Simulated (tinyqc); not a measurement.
## Counting rate against photon rate

True rate n = nph PDP (dark counts neglected); measured n/(1 + n td) for a non-paralysable detector, n exp(-n td) for a paralysable one.

Values chosen for this exercise:
- td = 5 ns (dead time)

PDP = 0.487

Counting rate against photon rate:

| nph (1/s) | n td | non-paralysable (1/s) | paralysable (1/s) |
|---|---|---|---|
| 4.1e6 | 0.0099835 | 1.9770e6 | 1.9769e6 |
| 9.5e6 | 0.023133 | 4.5219e6 | 4.5207e6 |
| 2.2e7 | 0.053570 | 1.0169e7 | 1.0155e7 |
| 5e7 | 0.12175 | 2.1707e7 | 2.1559e7 |
| 1.2e8 | 0.29220 | 4.5225e7 | 4.3632e7 |
| 2.7e8 | 0.65745 | 7.9333e7 | 6.8134e7 |
| 6.2e8 | 1.5097 | 1.2031e8 | 6.6722e7 |
| 1.4e9 | 3.4090 | 1.5464e8 | 2.2550e7 |
| 3.3e9 | 8.0355 | 1.7787e8 | 5.2032e5 |

The non-paralysable rate climbs towards 1/td = 2.00e8 1/s and reaches 0.889 of it. The paralysable rate goes from 1.98e6 through a maximum of 6.81e7 (at nph = 2.7e8 1/s among the rows listed) to 5.20e5 1/s; its true maximum, 1/(e td) = 7.36e7 1/s, lies at n td = 1, so a measured rate below that has two possible causes.

Computed by the program tinyqc: `OMP_NUM_THREADS=1 python tinyqc.py 2630042 2630043 out.jsonl`, one thread of a shared Intel Xeon 2.30GHz, about 0.01 s for the whole run.
